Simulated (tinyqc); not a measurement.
A ladder of methods, and size consistency: correlation methods against full CI in the sto-6g basis, for H2, spin multiplicity 1. Computed by the program tinyqc with PySCF. 

Geometry (angstrom):
```
atom,x,y,z
H,0.0000,0.0000,0.0000
H,0.0000,0.0000,0.8480
```

RHF energy of one = -1.111095 hartree

All electrons correlated; +Q is the Davidson correction (1 - c0^2) E_corr. The last columns treat two copies 100 angstrom apart as one system. FCI is the lowest singlet.

Correlation energies (hartree):
```
method,E_corr of one,share of FCI (%),E_corr of two at 100 angstrom,two minus twice one (mhartree)
MP2,-0.01593,61.636,-0.03185,0.000
CISD,-0.02584,100.000,-0.05075,0.927
CISD+Q,-0.02632,101.859,-0.05254,0.099
CCSD,-0.02584,100.000,-0.05168,0.000
CCSD(T),-0.02584,100.000,-0.05168,0.000
FCI,-0.02584,100.000,-,-
```

MP2 recovers 62 %, CISD 100.0 % and CCSD 100.0 % of the FCI value (c0^2 = 0.981 in CISD). MP2 and coupled cluster are size consistent, so their last column vanishes; CISD loses 0.93 mhartree, since a double excitation on each copy is a quadruple of the pair, and the Davidson correction leaves +0.10. With two electrons, or one virtual orbital, CISD and CCSD are exact for one copy, so +Q overshoots there.
